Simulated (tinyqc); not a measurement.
Threshold of a short bulk MOSFET: charge sharing, barrier lowering, narrow width: one step of the calculation.

n-channel device on a p-type body, depletion approximation, full ionisation. Uniform doping N = Na. Vbi from Boltzmann statistics is rough for the degenerate source. Cox = eps0 eox/tox.

Problem. Short-channel and narrow-width shifts. Charge sharing (trapezoid; it ignores Vds): F = (xj/L)(sqrt(1 + 2 Wd/xj) - 1), lowering = body term times F. Barrier lowering: th = exp(-L/(2 l)) + 2 exp(-L/l), lowering = th [2 (Vbi - 2 pB) + Vds], DIBL = th. Narrow width: rise = body term times xw Wd/W. VT by each model = VT0 - lowering + rise.

Inputs (values chosen for the exercise); band and dielectric values close to those of silicon:
- xj = 120 nm (junction depth)
- Vds = 0.05 V (drain-source voltage)
- W = 960 nm (gate width)
- xw = 0.7854 (shape factor of the fringing depletion at the width edges)
- L = 140 nm (channel length)

2 pB = 0.90504042 V
Wd = 57.826521 nm
body term = 0.11268689 V
VT0 = 0.30772732 V
Vbi = 1.0512333 V
l = 14.428287 nm

Give: F; lowering by charge sharing; th; lowering of the barrier; DIBL; narrow-width rise; VT, charge sharing; VT, barrier lowering.

Solution.

F = 0.34401
lowering by charge sharing = 38.766 mV
th = 0.0079382
lowering of the barrier = 2.7179 mV
DIBL = 7.9382 mV/V
narrow-width rise = 5.3311 mV
VT, charge sharing = 0.27429 V
VT, barrier lowering = 0.31034 V

L is 9.70 scale lengths. The charge-sharing lowering is 14.3 times the barrier lowering; the first falls off as 1/L and the second exponentially. Both describe the same loss of gate control, so they are alternatives and are not added.

Program tinyqc, `OMP_NUM_THREADS=1 python tinyqc.py 2002111 2002112 out.jsonl`; Intel Xeon 2.30GHz, shared host, one thread, about 0.01 s.
